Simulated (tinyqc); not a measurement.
## Margin needed against array size

Cells fail independently with probability Q(k) = erfc(k/sqrt(2))/2 when the margin is k standard deviations, and Y = exp(-Nb Q(k)). phi = exp(-k^2/2)/sqrt(2 pi).  k solves Y = exp(-Nb Q(k)); the estimate is sqrt(2 ln(Nb/(-ln Y))).

Values chosen for this exercise: wanted yield Y = 0.86.

Results:
```
Nb          allowed Q      k  estimate
512          2.946e-4  3.437     4.032
8192         1.841e-5  4.127     4.670
2097152      7.192e-8  5.260     5.735
33554432     4.495e-9  5.749     6.200
536870912   2.809e-10  6.201     6.632
8589934592  1.756e-11  6.623     7.038
```

Estimate the missing row, Nb = 131072.

Computed row:
```
Nb      allowed Q      k  estimate
131072   1.151e-6  4.725     5.230
```

With this row back in the table: A 1.68e7-fold larger array raises k only from 3.44 to 6.62; the last factor of 16 costs 0.42 standard deviations. The estimate, which drops the factor 1/(k sqrt(2 pi)) of the tail, is 17 % above k in the first row and 6.3 % above it in the last.

Program tinyqc, `OMP_NUM_THREADS=1 python tinyqc.py 2090061 2090062 out.jsonl`; Intel Xeon 2.30GHz, shared host, one thread, about 0.01 s.
